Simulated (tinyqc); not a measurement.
From threshold to a deep level: trap in a gate oxide as a short-range spherical well.

A spherical well of radius R and depth V0 below the conduction edge, one mass m, c = hbar^2/2m0. The s level at binding Et solves k cot(k R) = -kappa with k = sqrt(m (V0 - Et)/c), kappa = sqrt(m Et/c); it exists for V0 > Vc = c (pi/2R)^2/m. Outside, psi falls as exp(-kappa r)/r.

Constants: hbar^2/2m0 = 3.80998211 eV angstrom^2.

Values chosen for the exercise (out of a larger set: near those of SiO2 on Si; not measured data):
- R = 2.2 angstrom (radius of the well)
- m = 0.45 m0 (mass)
- fV = (1.03, 1.12, 1.29, 1.6, 1.92, 3.76, 6.06) (V0/Vc)

Et against the depth at fixed R; near threshold Et = (pi^2/16)(V0 - Vc)^2/Vc.

Results:

| V0/Vc | V0 (eV) | Et (eV) | threshold form (eV) | 1/kappa (angstrom) | share outside |
|---|---|---|---|---|---|
| 1.03 | 4.446 | 0.002345 | 0.002396 | 60.1 | 0.964 |
| 1.12 | 4.834 | 0.03526 | 0.03834 | 15.5 | 0.869 |
| 1.60 | 6.906 | 0.6713 | 0.9585 | 3.6 | 0.557 |
| 1.92 | 8.287 | 1.367 | 2.254 | 2.5 | 0.443 |
| 3.76 | 16.229 | 7.051 | 20.28 | 1.1 | 0.188 |
| 6.06 | 26.156 | 15.62 | 68.17 | 0.7 | 0.101 |

Give the missing row, V0/Vc = 1.29.

Computed row:
```
V0/Vc  V0 (eV)  Et (eV)  threshold form (eV)  1/kappa (angstrom)  share outside
1.29     5.568   0.1851               0.2239                 6.8          0.729
```

The threshold form holds to 10 % up to V0/Vc = 1.12 of those listed. There the state is mostly outside the well (96 % in the first row) and knows only Et, which is why a delta-well model works; more than half is inside from V0/Vc = 1.92 on. A second s level would need V0/Vc > 9. From V0/Vc = 6.06 on Et exceeds the gap of the host, about 9 eV, so those rows only show the model.

Program tinyqc; command `OMP_NUM_THREADS=1 python tinyqc.py 1250434 1250435 out.jsonl`; about 0.01 s on one thread of a shared Intel(R) Xeon(R) Processor @ 2.30GHz.
